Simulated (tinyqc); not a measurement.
Worked calculation: Born-Oppenheimer dynamics on the PBE/sto-3g surface (energies and gradients from PySCF), for H3-, spin multiplicity 1. The basis has no diffuse functions, so it cannot describe the extra electron: this is an exercise in the method, not the real anion. Computed by tinyqc, a small Python program that keeps every step (integrals from PySCF). Settings: charge = -1, multiplicity = 1, basis = sto-3g, functional = pbe,pbe, time step (fs) = 0.2, steps = 16. Command: `OMP_NUM_THREADS=1 python tinyqc.py 23060 23061 out.jsonl` (the two numbers bound the seeds that draw the settings). One thread of a shared host (Intel(R) Xeon(R) Processor @ 2.60GHz), about 4 s of CPU time with the checks.

## Velocity Verlet step 1

positions (bohr):
```
          x        y        z
1H  -0.0189  -0.0265  -0.0624
2H   0.0170  -0.0869   1.6025
3H   0.0302  -0.1020  -1.5515
```

velocities (bohr per atomic time unit):
```
             x           y           z
1H  -0.0003003   0.0004710  -0.0006260
2H   0.0000757  -0.0001600   0.0012410
3H   0.0002247  -0.0003110  -0.0006150
```

gradient (hartree/bohr):
```
            x          y          z
1H  -0.003004   0.004864  -0.036820
2H   0.002485  -0.003743  -0.117639
3H   0.000519  -0.001121   0.154460
```

masses (electron masses): 1H 1837.1526, 2H 1837.1526, 3H 1837.1526

gradient after step 1 (hartree/bohr):
```
            x          y          z
1H  -0.003318   0.005366  -0.038380
2H   0.002717  -0.004093  -0.111945
3H   0.000601  -0.001273   0.150326
```

dt = 0.2 fs = 8.2683 atomic units; x' = x + v dt - g dt^2 / (2m); after the new gradient g', v' = v - (g + g') dt / (2m).

positions after step 1 (bohr):
```
          x        y        z
1H  -0.0213  -0.0227  -0.0669
2H   0.0176  -0.0882   1.6149
3H   0.0321  -0.1046  -1.5594
```

velocities after step 1 (bohr per atomic time unit):
```
             x           y           z
1H  -0.0002861   0.0004480  -0.0004568
2H   0.0000640  -0.0001424   0.0017576
3H   0.0002221  -0.0003056  -0.0013009
```

## Velocity Verlet step 2

gradient after step 2 (hartree/bohr):
```
            x          y          z
1H  -0.003683   0.005947  -0.038330
2H   0.002933  -0.004424  -0.104661
3H   0.000750  -0.001522   0.142990
```

As before.

positions after step 2 (bohr):
```
          x        y        z
1H  -0.0236  -0.0190  -0.0699
2H   0.0181  -0.0893   1.6316
3H   0.0339  -0.1071  -1.5730
```

velocities after step 2 (bohr per atomic time unit):
```
             x           y           z
1H  -0.0002704   0.0004225  -0.0002842
2H   0.0000512  -0.0001232   0.0022451
3H   0.0002191  -0.0002993  -0.0019609
```

## Energy conservation

The total energy should stay constant up to terms of order dt^2; the step counts as short enough if it moves by less than 2 % of the largest kinetic energy.

Trajectory:
```
time (fs)  1H-2H (angstrom)  potential (hartree)  kinetic (hartree)  total (hartree)
0.0000               0.8818            -1.388558           0.002573        -1.385986
0.2000               0.8909            -1.390993           0.004997        -1.385997
0.4000               0.9014            -1.394623           0.008610        -1.386013
0.6000               0.9132            -1.399182           0.013149        -1.386033
0.8000               0.9262            -1.404350           0.018296        -1.386053
1.0000               0.9403            -1.409790           0.023718        -1.386072
1.2000               0.9551            -1.415186           0.029098        -1.386088
1.4000               0.9708            -1.420267           0.034168        -1.386099
1.6000               0.9871            -1.424823           0.038717        -1.386107
1.8000               1.0038            -1.428708           0.042598        -1.386110
2.0000               1.0210            -1.431836           0.045727        -1.386110
2.2000               1.0384            -1.434177           0.048070        -1.386107
2.4000               1.0559            -1.435739           0.049636        -1.386103
2.6000               1.0735            -1.436562           0.050465        -1.386097
2.8000               1.0910            -1.436706           0.050615        -1.386091
3.0000               1.1083            -1.436244           0.050160        -1.386084
3.2000               1.1254            -1.435256           0.049178        -1.386078
```

The total energy moves within 1.2e-04 hartree, under 2 % of the largest kinetic energy.
